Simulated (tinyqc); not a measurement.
Worked calculation: three-band tight binding of a dichalcogenide monolayer. Values are carried at full precision from step to step, so a last printed digit may differ when a step is redone from the rounded ones.

Basis dz2, dxy, dx2-y2 on a triangular lattice, nearest neighbours; alpha = kx a/2, beta = sqrt3 ky a/2. h0 = e1 + 2 t0 (cos 2alpha + 2 cos alpha cos beta); h1 = -2 sqrt3 t2 sin alpha sin beta + 2i t1 (sin 2alpha + sin alpha cos beta); h2 = 2 t2 (cos 2alpha - cos alpha cos beta) + 2i sqrt3 t1 cos alpha sin beta; h11 = e2 + 2 t11 cos 2alpha + (t11 + 3 t22) cos alpha cos beta; h22 = e2 + 2 t22 cos 2alpha + (3 t11 + t22) cos alpha cos beta; h12 = sqrt3 (t22 - t11) sin alpha sin beta + 4i t12 sin alpha (cos alpha - cos beta) + i lam sz. H = [[h0, h1, h2], [., h11, h12], [., ., h22]], Hermitian; the lowest band of each spin is filled. K = (4 pi/3a, 0), M = (pi/a, pi/(sqrt3 a)).

Inputs chosen for the exercise (near a published set for monolayer WSe2; shifted at random, so the results belong to these values and not to a real crystal): a = 3.322 angstrom (lattice constant); e1 = 0.948 eV (level of dz2); e2 = 2.168 eV (level of dxy and dx2-y2); t0 = -0.212 eV (hopping); t1 = 0.459 eV (hopping); t2 = 0.482 eV (hopping); t11 = 0.263 eV (hopping); t12 = 0.33 eV (hopping); t22 = 0.035 eV (hopping); lam = 0.229 eV (spin-orbit constant); sz = 1 (spin); k = (0.15, 0.5) 1/angstrom (wave vector).

## H at one k

Form alpha, beta and the matrix.

alpha, beta (rad): [0.24915, 1.43847]

H (eV), rows z2, xy, x2-y2 and columns alike:
```
[[0.4671, -0.4081+0.4686i, 0.7235+1.5275i],
 [-0.4081-0.4686i, 2.6771, -0.0965+0.5015i],
 [0.7235-1.5275i, -0.0965-0.5015i, 2.3349]]
```

## Levels and weights

Diagonalise H.

levels (eV): [-0.7145, 2.8202, 3.3734]

weights, rows z2, xy, x2-y2; columns band 1, band 2, band 3:
```
[[0.698, 0.098, 0.204],
 [0.052, 0.877, 0.071],
 [0.251, 0.025, 0.724]]
```

## Closed forms at K and Gamma

Three-band model of dz2 (level e1) and dxy, dx2-y2 (level e2), spin sz = +/-1; t1 and t2 drop out at these points. At K: e2 - (3/2)(t11 + t22) - 3 sqrt3 t12 + lam sz (valence), e1 - 3 t0 (conduction), e2 - (3/2)(t11 + t22) + 3 sqrt3 t12 - lam sz. At Gamma: e1 + 6 t0 (valence) and e2 + 3 (t11 + t22) -/+ lam.

Levels (eV):
```
point          band 1  band 2  band 3
K, spin up     0.2353  1.5840  3.2067
K, spin down  -0.2227  1.5840  3.6647
Gamma         -0.3240  2.8330  3.2910
```

smallest direct gap at K = 1.3487 eV
Ev(K) - Ev(Gamma) = 0.5593 eV

Of the two points, the valence band is higher at K, by 559 meV. The dz2 conduction state at K has no atomic orbital angular momentum (Lz = 0) and is not split at this order.

## Bands for both spins

The two lowest bands at the points named.

Levels (eV):
```
k           v, up   c, up  v, down  c, down
G         -0.3240  2.8330  -0.3240   2.8330
G-K 0.25  -0.5073  2.7902  -0.5417   2.8924
G-K 0.5   -0.6278  2.7241  -0.7825   2.9333
G-K 0.6   -0.5603  2.7809  -0.7696   2.7825
G-K 0.75  -0.2956  2.3902  -0.5915   2.2567
G-K 0.9    0.0981  1.7678  -0.3098   1.7222
K          0.2353  1.5840  -0.2227   1.5840
K-M 0.5   -0.2305  2.1852  -0.5010   2.0718
M         -0.5442  2.3089  -0.5442   2.3089
M-G 0.5   -0.6710  2.6508  -0.6710   2.6508
```

The spins are degenerate from M to Gamma, since a vertical mirror plane holds this line and flips sz, and the valence splitting is largest at K (458 meV). The lowest conduction level listed is at K. With nearest neighbours alone the model is made for the neighbourhood of K.

## Checks

- Closed forms at K against the matrix: they agree to 1e-10 or better.

tinyqc: `OMP_NUM_THREADS=1 python tinyqc.py 1451806 1451807 out.jsonl`; about 0.01 s, one thread, shared Intel(R) Xeon(R) Processor @ 2.30GHz.
